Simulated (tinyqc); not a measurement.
Extrapolating accelerated tests: lateral field, substrate current, probability of reaching the oxide barrier and hot-carrier lifetime of a silicon transistor (pseudo-two-dimensional and lucky-electron models). Computed by tinyqc, a small Python program. Command: `OMP_NUM_THREADS=1 python tinyqc.py 3015716 3015717 out.jsonl hotcar walk`. One thread of a shared host (Intel(R) Xeon(R) Processor @ 2.30GHz), about 0.01 s of CPU time with the checks.

Local-field models: a lucky carrier gains its energy at the peak field over a path free of collisions. Voltages are magnitudes.

Inputs (values chosen for the exercise, modelled on a silicon p-channel):

| quantity | value | unit |
|---|---|---|
| channel length L | 440 | nm |
| oxide thickness t | 9.2 | nm |
| junction depth x_j | 140 | nm |
| mobility mu | 130 | cm^2/(V s) |
| saturation velocity v_s | 0.7 | 1e7 cm/s |
| threshold voltage V_T | 0.61 | V |
| gate voltage V_G | 3.3 | V |
| drain voltage V_D | 5 | V |
| ionisation prefactor A_i | 7.7e+06 | 1/cm |
| ionisation field B_i | 3.68 | MV/cm |
| hot-carrier mean free path lambda | 5.1 | nm |
| oxide barrier phi_b | 4.6 | eV |
| interface-trap threshold phi_it | 4.7 | eV |
| lifetime constant H | 1000 | s microampere/micrometre |

Drain: abrupt.

Constants: eps_0 = 8.8541878128e-12 F/m.

Method:
- C_ox = 3.9 eps_0/t; F_sat = 2 v_s/mu; V_Dsat = V_ov F_sat L/(V_ov + F_sat L), V_ov = V_G - V_T; I_D/W = C_ox v_s (V_ov - V_Dsat).
- Scale length l = 0.22 t^(1/3) x_j^(1/2) (all in cm); F_m = sqrt(((V_D - V_Dsat)/l_e)^2 + F_sat^2), with l_e = l; length of the velocity-saturated region l_e ln((V_D - V_Dsat)/(l_e F_sat) + F_m/F_sat).
- Substrate current I_sub/I_D = (A_i/B_i)(V_D - V_Dsat) exp(-B_i/F_m); probability of reaching the oxide barrier exp(-phi_b/(e lambda F_m)); lifetime tau = (H/(I_D/W)) exp(phi_it/(e lambda F_m)).
- V_10 solves tau = 3.156e8 s at the given V_G. The extrapolation fits ln(tau) against 1/V_D at 1, 1.08, 1.16 and 1.25 times the given V_D (rounded to 3 digits) by least squares and reads off the same tau.

V_Dsat = 1.71590 V

Stress points:

| V_D (V) | 1/V_D (1/V) | tau (s) |
|---|---|---|
| 5.00 | 0.20000 | 1.0689e+10 |
| 5.40 | 0.18519 | 1.1497e+09 |
| 5.80 | 0.17241 | 1.8551e+08 |
| 6.25 | 0.16000 | 3.4236e+07 |

ten-year drain voltage V_10 = 5.6754 V

V_10 from the 1/V_D extrapolation = 5.6880 V

What follows from these numbers?

The extrapolation is 13 mV above the true value.

Extremes, crossings and ranges named in words are read from the listed rows.
